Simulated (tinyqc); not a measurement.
What moves the results: tunnelling through a thin dielectric with one trap, as a tight-binding chain. A value that a table varies takes the place of the one given here.

Hopping -t everywhere, t = c/(m a^2), c = hbar^2/2m0; lead sites at 2t (band bottom 0), barrier sites 1 to N at 2t + phi, and site j has U besides. No voltage. Leads give S = -t exp(ika) on sites 1 and N, cos(ka) = 1 - E/(2t). T = (2 t sin(ka))^2 |G_1N|^2, G = (E - H - S)^-1. In the barrier cosh(q a) = 1 + (phi - E)/(2t).

Resonance: the lowest eigenvalue of H + S(E), iterated until its real part equals E (40 rounds from Eb = phi + 2t - sqrt(4t^2 + U^2), the level in an endless barrier). With v the normalised squared amplitudes of that state, Gamma_L = 2 t sin(ka) v_1, Gamma_R = 2 t sin(ka) v_N; Breit-Wigner T = Gamma_L Gamma_R/((E - Er)^2 + (Gamma_L + Gamma_R)^2/4).

Constants: hbar^2/2m0 = 3.80998211 eV angstrom^2.

Inputs chosen for the exercise (barrier and mass of the size used for SiO2 on silicon; the results hold for these values, not for the real material):
- a = 3 angstrom (site spacing)
- m = 0.5 m0 (mass, the same in leads and barrier)
- phi = 3.13 eV (conduction edge of the barrier above that of the leads)
- N = 8 (barrier sites)
- j = 5 (site of the trap)
- U = -2.95 eV (extra energy on the trap site)
- E = 1.34 eV (electron energy)

## Transmission around the level

Er = 1.42197 eV

widths (meV): left 0.032407, right 0.45594

Energies Er + x (Gamma_L + Gamma_R).

T:

| x | E (eV) | chain | Breit-Wigner | no trap |
|---|---|---|---|---|
| -8.0 | 1.4181 | 0.000950 | 0.000964 | 2.21e-09 |
| -3.0 | 1.4205 | 0.00666 | 0.00670 | 2.24e-09 |
| -1.0 | 1.4215 | 0.0495 | 0.0496 | 2.25e-09 |
| -0.5 | 1.4217 | 0.124 | 0.124 | 2.25e-09 |
| 0.0 | 1.4220 | 0.248 | 0.248 | 2.26e-09 |
| 0.5 | 1.4222 | 0.124 | 0.124 | 2.26e-09 |
| 1.0 | 1.4225 | 0.0497 | 0.0496 | 2.26e-09 |
| 3.0 | 1.4234 | 0.00674 | 0.00670 | 2.27e-09 |
| 8.0 | 1.4259 | 0.000980 | 0.000964 | 2.30e-09 |

At Er the chain gives 0.248, 1.1e+08 times the value without trap, and Breit-Wigner 0.248. In the wings the single pole gives 1.02 times the chain value at x = -8 and 0.984 times at x = 8, because the widths and the level shift change with energy.

## Where a trap does most harm

The trap is moved through the barrier. The area under the resonance, 2 pi Gamma_L Gamma_R/(Gamma_L + Gamma_R), sets the current through it.

Against position:

| j | Er (eV) | Gamma_L (meV) | Gamma_R (meV) | peak | area (meV) |
|---|---|---|---|---|---|
| 3 | 1.4231 | 6.44 | 0.00232 | 0.00144 | 0.0145 |
| 4 | 1.4220 | 0.456 | 0.0324 | 0.248 | 0.190 |
| 5 | 1.4220 | 0.0324 | 0.456 | 0.248 | 0.190 |
| 6 | 1.4231 | 0.00232 | 6.44 | 0.00144 | 0.0145 |

The area is largest at j = 4 and 5 (0.190 meV) and 13.1 times smaller at j = 3: the slower of the two steps limits the current, so traps in the middle carry most. Each site towards a lead multiplies its width by about 14.07, close to exp(2 q a) = 14.07 at Eb.

## Direct against trap-assisted paths

N odd, the trap in the middle, j = (N + 1)/2. Direct T is that without trap at the energy Er; area = 2 pi Gamma_L Gamma_R/(Gamma_L + Gamma_R). The exponents are the slopes of the logarithms between the last two rows, per angstrom.

Against thickness:

| N | N a (angstrom) | Er (eV) | direct T | area (meV) |
|---|---|---|---|---|
| 5 | 15.0 | 1.4244 | 6.32e-06 | 20.3 |
| 7 | 21.0 | 1.4221 | 3.18e-08 | 1.43 |
| 9 | 27.0 | 1.4219 | 1.60e-10 | 0.102 |
| 11 | 33.0 | 1.4219 | 8.10e-13 | 0.00723 |
| 13 | 39.0 | 1.4219 | 4.09e-15 | 0.000514 |
| 15 | 45.0 | 1.4219 | 2.07e-17 | 3.65e-05 |
| 17 | 51.0 | 1.4219 | 1.04e-19 | 2.60e-06 |

exponents (1/angstrom): direct 0.8813, through the trap 0.4407

The direct path falls as exp(-0.881 d) and the path through a central trap as exp(-0.441 d), 2.00 times more slowly, since each step crosses half the layer. From 5 to 17 sites the first loses 13.8 decades and the second 6.9: in thicker layers even few traps rule the leakage. Inelastic capture with phonons is left out.

## What each parameter does

Resonance and log10 T at E. Each row changes one parameter from the base and keeps the others.

Results:

| case | Er (eV) | Gamma_L (meV) | Gamma_R (meV) | log10 T |
|---|---|---|---|---|
| base | 1.4220 | 0.03241 | 0.4559 | -5.798 |
| m = 0.46 m0 | 1.4936 | 0.06007 | 0.7324 | -5.989 |
| phi = 3.23 eV | 1.5220 | 0.03165 | 0.4453 | -6.674 |
| N = 9 | 1.4219 | 0.03239 | 0.03239 | -6.969 |
| j = 4 | 1.4220 | 0.4559 | 0.03241 | -5.798 |
| U = -2.861 eV | 1.4989 | 0.03863 | 0.5155 | -6.376 |

The largest shifts from the base row, up to three for each result and ties (the steps differ in size, so this ranks the rows, not the parameters). Er (eV): phi +0.1000, U +0.0769, m +0.0717; unchanged at the printed digits by j. Gamma_L (meV): j +0.424, m +0.0277, U +0.00622. Gamma_R (meV): N -0.424, j -0.424, m +0.277. log10 T: N -1.171, phi -0.877, U -0.578; unchanged at the printed digits by j.

tinyqc: `OMP_NUM_THREADS=1 python tinyqc.py 1451987 1451988 out.jsonl`; about 0.04 s, one thread, shared Intel(R) Xeon(R) Processor @ 2.30GHz.
